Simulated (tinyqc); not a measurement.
# Short-channel transistor, virtual-source model with series resistance: effect of the channel length on the on and off currents

The current per gate width is the charge at the top of the source barrier (the virtual source) times its velocity times a saturation function; al and be are fitting constants of the model. Units: I in uA/um, Rs in ohm um, so I Rs = 1e-6 I Rs in volts; Q in uC/cm^2, so I = 1e-4 Q vx0 Fsat with vx0 in cm/s.

Intrinsic voltages Vg' = Vgs - I Rs, Vd' = Vds - 2 I Rs. n = n0 + nd Vd', VT = VT0 - dl Vd', Ff = 1/(1 + exp((Vg' - VT + al Vt/2)/(al Vt))), Q = Cinv n Vt ln(1 + exp((Vg' - VT + al Vt Ff)/(n Vt))), Vdsat = (vx0 L/mu)(1 - Ff) + Vt Ff, Fsat = u/(1 + u^be)^(1/be) with u = Vd'/Vdsat, and I = Q vx0 Fsat per width. I is solved self-consistently. Ion is I at Vgs = Vds = 0.7 V, Ioff at Vgs = 0, Vds = 0.7 V, and Rlin = Vds/I at Vgs = 0.7 V, Vds = 0.05 V. mu, vx0, VT0, dl and n0 are held fixed.

Inputs (values chosen for the exercise): temperature T = 293 K; inversion capacitance Cinv = 2.16 uF/cm^2; velocity at the virtual source vx0 = 6.24e6 cm/s; apparent mobility mu = 120 cm^2/(V s); threshold at zero drain voltage VT0 = 0.45 V; drain-induced barrier lowering dl = 0.173 V/V; subthreshold factor n0 = 1.32; growth of n with drain voltage nd = 0 1/V; threshold shift (in units of Vt) from weak to strong inversion al = 3.5; sharpness of saturation be = 1.6; series resistance of each contact Rs = 50 ohm um.

Constants: q = 1.602176634e-19 C, kB = 1.380649e-23 J/K, Vt = kB T/q. Results are converted to the units shown.

Result of one run:
```
Ion (uA/um)  Ioff (nA/um)  log10(Ion/Ioff)  Rlin (ohm um)
362.0               29.58            4.088           1349
```

Which channel length L gave this result: 55, 85, 130 or 200 nm?

L = 85 nm.

The whole series:
```
L (nm)  Ion (uA/um)  Ioff (nA/um)  log10(Ion/Ioff)  Rlin (ohm um)
10            455.5         29.68            4.186          294.7
15            451.5         29.67            4.182          364.3
24            442.6         29.66            4.174          489.6
36            428.4         29.64            4.160          657.3
55            403.0         29.62            4.134          924.7
85            362.0         29.58            4.088           1349
130           307.3         29.50            4.018           1988
200           243.3         29.37            3.918           2985
```

As L goes from 10 to 200 nm, Ion falls from 455 to 243 uA/um, Ioff falls from 29.7 to 29.4 nA/um and Rlin rises from 295 to 2990 ohm um. Ion changes by a factor of 0.534 and Ioff by 0.990. At L = 200 nm the channel is long for this model, whose fixed vx0 belongs to short devices.

Computed by the program tinyqc: `OMP_NUM_THREADS=1 python tinyqc.py 2380004 2380005 out.jsonl`, one thread of a shared Intel Xeon 2.30GHz, about 0.01 s for the whole run.
